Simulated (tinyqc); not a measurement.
# Wafer bonding and layer transfer: bond energy, gap closing, particles, bonding of dissimilar wafers and hydrogen blisters, step by step

A worked calculation. Computed by tinyqc, a small Python program that keeps every step. Command: `OMP_NUM_THREADS=1 python tinyqc.py 3028434 3028435 out.jsonl bond walk`. One thread of a shared host (Intel(R) Xeon(R) Processor @ 2.30GHz), about 0.01 s of CPU time with the checks. Intermediate numbers are printed to about 6 digits and carried at full precision; extremes and crossings named in words are read from the listed rows.

gamma is the energy per area of each of the two surfaces; plates are isotropic, and both wafers have E1 and t1.

Inputs (values chosen for the exercise, with wafer 1 close to silicon):
```
quantity                                      value        unit
Young's modulus E1                              137         GPa
Poisson ratio nu                               0.27           -
thickness t1                                    775  micrometre
blade thickness t_b                              80  micrometre
crack length L                                 24.5          mm
particle radius h                              0.12  micrometre
radius of a shallow gap R                     0.055          mm
half height of the gap h_g                      7.1          nm
implant depth d                                0.22  micrometre
hydrogen dose                                   5.6   1e16/cm^2
share of the dose released as H2               0.42           -
surface energy of the weakened plane gamma_s   0.76       J/m^2
anneal temperature T                            875           K
```

Pair: two equal wafers.

Constants: k_B = 1.380649e-23 J/K.

## Bond energy from the blade test

Two cantilevers opened by t_b: gamma = 3 t_b^2 E1 t1^3 E2 t2^3/(16 L^4 (E1 t1^3 + E2 t2^3)).

bond energy gamma = 0.106197 J/m^2

An error of 5 % in L changes gamma by about 20 %. This is the level of van der Waals or hydrogen bonds, as after contact at room temperature.

## Does a shallow gap close?

E' = E1/(1 - nu^2), equal wafers of thickness t1 assumed. A gap of radius R closes if h_g < h_c: h_c = R^2/sqrt((2/3) E' t1^3/gamma) for R > 2 t1 (plate bending), h_c = 3.6 sqrt(R gamma/E') for R < 2 t1 (local deformation).

closable height h_c = 22.6331 nm

h_g/h_c = 0.313700

The gap closes.

## Void around a particle

E' = E1/(1 - nu^2), equal wafers assumed. Void radius in the plate regime: R_v = [(2/3) E' t1^3/gamma]^(1/4) h^(1/2). Below h_crit = 5 sqrt(t1 gamma/E') the wafers deform locally and R_v is of the order of h (taken as h).

critical particle radius = 0.117999 micrometre

void radius = 1579.12 micrometre

The void is 13000 times the particle.

## Blistering after hydrogen implantation

A flat crack of radius r under a layer of thickness d, as a clamped plate: centre height w = 3 p r^4/(16 E' d^3), volume pi r^2 w/3, energy release G = 3 p^2 r^4/(32 E' d^3), E' = E1/(1 - nu^2). It grows when G = 2 gamma_s. The gas comes from the area pi r^2: p V = (dose x share/2) pi r^2 k_B T, and G = p w/2 = (3/2) N k_B T with N the H2 molecules per area. Share needed: G = 2 gamma_s. The pressure and height at growth are given for r = 10 d.

energy release G = 2.13103 J/m^2

share of the dose needed = 0.299573

pressure at growth = 33.0006 MPa

height at growth = 92.1195 nm

The released gas suffices: cracks grow, as blisters under a free surface or as a split under a bonded stiffener. In this plate limit G depends on neither r nor d.

## Closable height against the size of the gap

The formulas are those given above.

Gap closing:
```
R (mm)    regime     h_c (nm)  slope h_c/R
1.00e-04   local  9.65077e-01   0.00965077
1.00e-03   local  3.05184e+00   0.00305184
1.00e-02   local  9.65077e+00   0.00096508
1.00e-01   local  3.05184e+01   0.00030518
5.00e-01   local  6.82412e+01   0.00013648
2.00e+00   plate  1.92492e+02   0.00009625
5.00e+00   plate  1.20307e+03   0.00024061
2.00e+01   plate  1.92492e+04   0.00096246
5.00e+01   plate  1.20307e+05   0.00240615
```

Roughness of 100 nm scale may be 0.97 nm in half height, waviness of radius 5 cm as much as 120 micrometre: h_c goes as R^(1/2) when the wafer deforms locally and as R^2 when it bends. The allowed slope is least near R = 2 t1, so defects about 4 t1 wide are the hardest to close; bow matters little.

Checks made by the program: gamma against the derivative of the beam energy (relative difference 2e-10).
